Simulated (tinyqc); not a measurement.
What moves the results: valley splitting in a one-orbital chain of atomic planes (second-neighbour model). A value that a table varies takes the place of the one given here.

Each (001) plane carries one orbital with energy e0, hopping v to the next plane and u to the second: E(phi) = e0 + 2 v cos(phi) + 2 u cos(2 phi), where phi = pi - k a/4 (the sign of every second orbital is chosen so that v > 0, which shifts the phase by pi). The minimum lies at cos(phi0) = -v/(4u), phi0 = pi - (pi/2) k0 for a valley at k0 (2 pi/a), and e0 puts it at zero. A slab of N planes has hard walls: the matrix simply ends.

A well of Nw planes between barriers of 40 planes each (as of a SiGe alloy, taken as an offset alone). With x = j - 39.5 for plane j = 0, 1, ..., the potential is V0 (f(x) + f(Nw - x)) + F (j - 40) a/4, f(y) = 1/(1 + exp(y/L)), a step for L = 0; L is in planes, 4 L is about the distance over which f goes from 0.88 to 0.12, and 1 MV/m = 1e-4 V/angstrom.

Constants: hbar^2/2m0 = 3.80998211 eV angstrom^2.

Values chosen for the exercise (near those of the Delta valleys of silicon; abrupt walls in this chain split the valleys several times more than measured wells; the results hold for these values, not for the real material):
- a = 5.428 angstrom (lattice constant; planes lie a/4 apart)
- ml = 0.859 m0 (longitudinal mass)
- N0 = 25 (first number of planes)
- Nf = 120 (planes in the thick slab)
- V0 = 0.3 eV (barrier height)
- F = 2 MV/m (field)
- Nw = 53 (planes in the well)
- k0 = 0.821 2 pi/a (position of the valley)

## Splitting against the number of planes

u = 0.652389 eV
v = 0.724106 eV
e0 = 1.505705 eV
phi0 = 1.851969 rad

Ten slabs from N0 on, of thickness (N - 1) a/4 between the outer planes. Effective mass: E1 = (c/ml)(pi/W)^2 with W = (N + 2) a/4: the amplitude vanishes on two missing planes at each end, and the envelope has its nodes N + 2 spacings apart. Large-N estimate of the splitting: 16 pi^2 u |sin(phi0) sin((N + 2) phi0)|/(N + 2)^3.

Doublet (meV):

| N | thickness (angstrom) | mean level | effective mass | splitting | estimate |
|---|---|---|---|---|---|
| 25 | 32.57 | 32.43 | 32.61 | 1.031 | 1.304 |
| 26 | 33.92 | 30.29 | 30.32 | 4.466 | 4.508 |
| 27 | 35.28 | 28.14 | 28.27 | 1.375 | 1.199 |
| 28 | 36.64 | 26.35 | 26.41 | 2.941 | 3.064 |
| 29 | 38.00 | 24.68 | 24.74 | 2.601 | 2.523 |
| 30 | 39.35 | 23.13 | 23.22 | 1.117 | 1.252 |
| 31 | 40.71 | 21.81 | 21.83 | 2.726 | 2.725 |
| 32 | 42.07 | 20.49 | 20.56 | 0.440 | 0.339 |
| 33 | 43.42 | 19.38 | 19.41 | 2.061 | 2.111 |
| 34 | 44.78 | 18.31 | 18.34 | 1.418 | 1.362 |

What can be read from the table?

The mean level falls smoothly, from 32.4 to 18.3 meV, within 0.6 % of the effective-mass value. The splitting swings between 0.440 (N = 32) and 4.466 meV (N = 26): one plane more or less changes the phase between the two walls by phi0 = 1.852 rad. The estimate misses the computed values by at most 0.273 meV.

## Splitting against the electric field

A thick slab in a field F: plane j = 0, 1, ... gains the energy F j a/4 (1 MV/m = 1e-4 V/angstrom), which presses the electron against the first wall. The exponent is the slope of ln(splitting) against ln F between 20 and 50 MV/m.

Doublet:

| F (MV/m) | mean level (meV) | splitting (meV) | splitting/F (meV per MV/m) |
|---|---|---|---|
| 1 | 8.08 | 0.1414 | 0.1414 |
| 2 | 12.73 | 0.2826 | 0.1413 |
| 5 | 23.16 | 0.7066 | 0.1413 |
| 10 | 36.33 | 1.4137 | 0.1414 |
| 20 | 56.78 | 2.8290 | 0.1415 |
| 30 | 73.58 | 4.2456 | 0.1415 |
| 50 | 101.71 | 7.0818 | 0.1416 |

exponent = 1.00

What can be read from the table?

The splitting goes from 0.1414 to 7.0818 meV. At high field it grows as F^1.00: at a single hard wall it follows the squared slope of the envelope, which is proportional to F, while the level itself grows about as F^(2/3) (here F^0.64). A hard wall is the sharpest interface possible; real Si interfaces split several times less.

## Sharp and graded interfaces

The lowest doublet for several interface widths L.

Doublet:

| L (planes) | 4 L (angstrom) | mean level (meV) | splitting (micro-eV) |
|---|---|---|---|
| 0.00 | 0.00 | 13.46 | 471.01 |
| 0.25 | 1.36 | 13.54 | 256.49 |
| 0.50 | 2.71 | 13.66 | 53.01 |
| 0.75 | 4.07 | 13.82 | 8.08 |
| 1.00 | 5.43 | 14.02 | 1.09 |
| 1.50 | 8.14 | 14.59 | 0.06 |
| 2.00 | 10.86 | 15.34 | 0.00 |

What does this show?

The mean level moves by +1.9 meV over the table, while the splitting falls from 471.0 micro-eV at a step to 1.09 at L = 1 plane, a factor 431. Coupling the valleys needs the Fourier component of the potential at twice the valley wave vector, a period of a few planes, and grading removes it. Random alloy disorder, left out here, sets the splitting once this part is gone.

## What each parameter does

Step interfaces (L = 0). u, v, e0 follow from 8 u sin^2(phi0) = (2c/ml)/(a/4)^2, v = -4u cos(phi0), e0 = 2u + v^2/(4u), c = hbar^2/2m0. Each row changes one parameter from the base and keeps the others.

Results:

| case | mean level (meV) | splitting (micro-eV) |
|---|---|---|
| base | 13.46 | 471.0 |
| k0 = 0.831 2 pi/a | 13.46 | 287.4 |
| ml = 0.945 m0 | 12.86 | 446.5 |
| V0 = 0.45 eV | 13.72 | 496.3 |
| F = 4 MV/m | 19.34 | 652.2 |
| Nw = 54 | 13.34 | 312.5 |

What does this show?

The largest shifts from the base row, up to three for each result and ties (the steps differ in size, so this ranks the rows, not the parameters). mean level (meV): F +5.88, ml -0.60, V0 +0.26; unchanged at the printed digits by k0. splitting (micro-eV): k0 -183.6, F +181.2, Nw -158.5.

Program tinyqc; command `OMP_NUM_THREADS=1 python tinyqc.py 1451590 1451591 out.jsonl`; about 0.02 s on one thread of a shared Intel(R) Xeon(R) Processor @ 2.30GHz.
